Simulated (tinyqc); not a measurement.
Surface potential of a MOS transistor: implicit equation and explicit approximations: one step of the calculation.

p-type body, charge-sheet picture, depletion and inversion only, full ionisation (an idealisation for deep acceptors), Boltzmann statistics (rough once Na exp(x - xn) passes about Nc/7). In units of Vt: xg = (Vg - Vfb)/Vt, x = psi/Vt, G = gamma/sqrt(Vt), xn = (2 phiF + Vc)/Vt. The implicit equation is (xg - x)^2 = G^2 [x - 1 + exp(x - xn)] for x above about 3. Cox = eps0 eox/tox.

Task. Potential, charges and gate control. psi = Vt x; N_dep = Cox Vt G sqrt(x - 1)/q; N_inv = (Cox Vt G/q) [sqrt(x - 1 + exp(x - xn)) - sqrt(x - 1)]; dpsi/dVg = 1/[1 + G^2 (1 + exp(x - xn))/(2 (xg - x))].

Inputs (values chosen for the exercise); band and dielectric values close to those of silicon:
- T = 300 K (temperature)
- eox = 3.9 (relative permittivity of the gate insulator (close to silicon dioxide))
- tox = 1.6 nm (insulator thickness)
- Vc = 1 V (channel-body voltage)

Constants: q = 1.602176634e-19 C, kB = 1.380649e-23 J/K, Vt = kB T/q, eps0 = 8.8541878128e-14 F/cm where lengths are in cm. Results are converted to the units shown.

converged x = 69.186725
G = 0.94323548
xn = 73.117772
xg = 76.976637

Wanted: psi; N_dep; N_inv; dpsi/dVg.

Result.

psi = 1.7886 V
N_dep = 2.7124e12 cm^-2
N_inv = 3.9026e8 cm^-2
dpsi/dVg = 0.94498

psi lies 3.9 Vt below 2 phiF + Vc.

Numbers from tinyqc (`OMP_NUM_THREADS=1 python tinyqc.py 2122241 2122242 out.jsonl`; about 0.01 s on one thread of a shared Intel Xeon 2.30GHz).
